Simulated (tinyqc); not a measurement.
Closing and inverting the gap: three-level Kane dispersion of a narrow-gap semiconductor.

Zero of energy at Gamma8, c = hbar^2/2m0, P^2 = Ep c. The free-electron term and remote bands are left out, so the heavy holes are flat at E = 0 and the other three bands obey E (E - Eg)(E + Dso) = P^2 k^2 (E + 2 Dso/3). The conduction band is the highest root; its edge is Ec = max(Eg, 0).

Constants: hbar^2/2m0 = 3.80998211 eV angstrom^2.

Parameters, chosen for this exercise (out of a larger set: a gap close to zero; not measured data):
- Dso = 0.99 eV (spin-orbit splitting)
- Ep = 18.5 eV (Kane energy)
- k = 0.028 1/angstrom (wave vector)

Eg is varied at fixed k, Dso and Ep. Edge mass: Eg (Eg + Dso)/(Ep (Eg + 2 Dso/3)) for Eg > 0, 3 |Eg|/(2 Ep) for Eg < 0. The Gamma6 weight of the conduction state is 1/(1 + P^2 k^2 [(2/3)/E^2 + (1/3)/(E + Dso)^2]).

Results:

| Eg (eV) | m0* | highest root (eV) | middle (eV) | lowest (eV) | E - Ec (meV) | Gamma6 weight |
|---|---|---|---|---|---|---|
| -0.400 | 0.03243 | 0.0797 | -0.4482 | -1.0215 | 79.7 | 0.147 |
| -0.200 | 0.01622 | 0.1210 | -0.2973 | -1.0137 | 121.0 | 0.283 |
| -0.080 | 0.00649 | 0.1626 | -0.2220 | -1.0106 | 162.6 | 0.415 |
| -0.020 | 0.00162 | 0.1898 | -0.1904 | -1.0093 | 189.8 | 0.491 |
| 0.020 | 0.00161 | 0.2104 | -0.1719 | -1.0086 | 190.4 | 0.542 |
| 0.080 | 0.00625 | 0.2452 | -0.1476 | -1.0075 | 165.2 | 0.615 |
| 0.200 | 0.01496 | 0.3267 | -0.1110 | -1.0058 | 126.7 | 0.738 |
| 0.400 | 0.02835 | 0.4880 | -0.0745 | -1.0035 | 88.0 | 0.860 |

What can be read from this table?

The edge mass vanishes with |Eg| from both sides, yet the kinetic energy at this k stays finite, at most 190.4 meV in the table; at Eg = 0 the two-level form, without the split-off band, gives the linear value sqrt(2/3) P k = 191.9 meV. The Gamma6 weight of the conduction state goes smoothly from 0.15 to 0.86 and is 0.49 and 0.54 in the two rows next to Eg = 0: at finite k nothing jumps at the inversion.

Program tinyqc; command `OMP_NUM_THREADS=1 python tinyqc.py 1051235 1051236 out.jsonl`; about 0.01 s on one thread of a shared Intel(R) Xeon(R) Processor @ 2.30GHz.
